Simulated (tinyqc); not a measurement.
Worked calculation: capillary instabilities by surface diffusion: grooving and agglomeration of films, edge retraction, wire break-up and smoothing of roughness. Computed by tinyqc, a small Python program that keeps every step. Command: `OMP_NUM_THREADS=1 python tinyqc.py 3002098 3002099 out.jsonl dewet walk`. One thread of a shared host (Intel(R) Xeon(R) Processor @ 2.30GHz), about 0.01 s of CPU time with the checks. Intermediate numbers are printed to about 5 digits and carried at full precision; extremes and crossings named in words are read from the listed rows.

Isotropic surface energy; shapes change by surface diffusion alone.

Inputs (values chosen for the exercise, of the order of those of a copper film):

| quantity | value | unit |
|---|---|---|
| surface energy gamma_s | 1.73 | J/m^2 |
| grain-boundary energy gamma_b | 0.47 | J/m^2 |
| contact angle on the substrate theta | 50 | degrees |
| atomic volume Omega | 11.8 | angstrom^3 |
| surface sites nu | 11 | 1/nm^2 |
| prefactor D0 | 7.3e-05 | m^2/s |
| activation energy Q | 1.01 | eV |
| temperature T | 637 | K |
| time t | 110 | s |
| film thickness h | 6.1 | nm |
| grain radius R | 120 | nm |
| wire radius r | 12 | nm |
| initial ripple over radius | 0.05 | - |
| roughness wavelength lambda | 13 | nm |

Grooves: at the surface only.

Constants: k_B = 8.617333262e-05 eV/K; k_B = 1.380649e-23 J/K.

## The Mullins constant

B = D_s nu gamma_s Omega^2/(k_B T), D_s = D0 exp(-Q/(k_B T)).

D_s = 7.4553e-13 m^2/s

B = 2.2462e+05 nm^4/s

length (B t)^(1/4) = 70.503 nm

Lengths grow as t^(1/4): doubling one takes 16 times as long, or roughly 120 K more.

## Will grooves cut through?

Groove angle beta: sin(beta) = gamma_b/(2 gamma). For circular grains of radius R with spherical caps the groove ends (measured from the mean surface) at the depth R g(beta), g = (2 - 3 cos beta + cos^3 beta)/(3 sin^3 beta). The film parts if R g(beta_s) > h.

beta_s = 7.8071 degrees

sum of g = 0.034171

critical R/h = 29.265

final depth over h = 0.67221

The grooves stop short by this estimate; triple junctions groove deeper and may still open.

## Groove growth in time

Mullins' isolated groove: depth below the flat surface d = 0.780 m (B t)^(1/4), m = tan(beta_s), width between the ridges 4.6 (B t)^(1/4); time to reach h: (h/(0.780 m))^4/B.

groove depth = 7.5400 nm

groove width = 324.32 nm

time to reach the substrate = 47.123 s

Caution: this depth exceeds the film thickness, so the isolated-groove formula no longer applies. Caution: the grooves of neighbouring boundaries overlap, so the depth levels off at its final value. Caution: the grains are too small for the surface groove ever to reach the depth h.

## Retraction of a straight edge

A rim shaped as a circular segment with contact angle theta holds the area h x; its radius r obeys r^2 (theta - sin theta cos theta) = h x. To advance, the edge must carry a strip of the rim height H = r (1 - cos theta) over the rim, driven by the curvature 1/r over the distance r theta (the scaling argument of Brandon and Bradshaw): H dx/dt = B/(theta r^2) gives x^(5/2) = (5/2) B t c^(3/2)/(theta (1 - cos theta) h^(3/2)), c = theta - sin theta cos theta.

retraction x = 394.14 nm

rim height H = 28.404 nm

present speed = 1.4332 nm/s

The rim is 4.7 times the film thickness. x goes as t^(2/5) h^(-3/5): thin films retract faster.

## Break-up of a free wire

A wire with r + A cos(k z) has dA/dt = (B/r^4) (kr)^2 [1 - (kr)^2] A: unstable for wavelengths above 2 pi r, fastest at kr = 1/sqrt 2 with the rate B/(4 r^4); break-up time about (4 r^4/B) ln(r/A0); each wavelength makes a sphere of radius (3 r^2 lambda_m/4)^(1/3).

fastest wavelength = 106.63 nm

break-up time = 1.1062 s

radius of the spheres = 22.582 nm

t over the break-up time = 99.438

The wire breaks up within t. Caution: faceting can stabilise wires along low-index directions.

## Smoothing against break-up

Roughness of wavelength lambda on a flat face decays as exp[-B (2 pi/lambda)^4 t]; the smoothing time is that for a factor e^3.

Times (s); the last column is (h/(0.780 tan beta_s))^4/B:

| T (K) | B (nm^4/s) | smoothing | wire break-up | groove to depth h |
|---|---|---|---|---|
| 541 | 1.0102e+04 | 5.4420e-03 | 2.4596e+01 | 1.0478e+03 |
| 573 | 3.1982e+04 | 1.7190e-03 | 7.7692e+00 | 3.3095e+02 |
| 605 | 8.9366e+04 | 6.1518e-04 | 2.7804e+00 | 1.1844e+02 |
| 637 | 2.2462e+05 | 2.4475e-04 | 1.1062e+00 | 4.7123e+01 |
| 669 | 5.1568e+05 | 1.0661e-04 | 4.8184e-01 | 2.0526e+01 |
| 701 | 1.0950e+06 | 5.0206e-05 | 2.2692e-01 | 9.6663e+00 |
| 764 | 3.9885e+06 | 1.3784e-05 | 6.2298e-02 | 2.6538e+00 |

All times share 1/B, so their ratios do not depend on T: break-up over smoothing is 4500. An anneal can smooth this roughness well before the wire breaks. Smoothing is safe for lambda well below 2 pi r, above which a ripple along the wire grows instead. B spans 2.6 decades over these rows.

Checks made by the program: g against the volume of a spherical cap (relative difference below 1e-10).
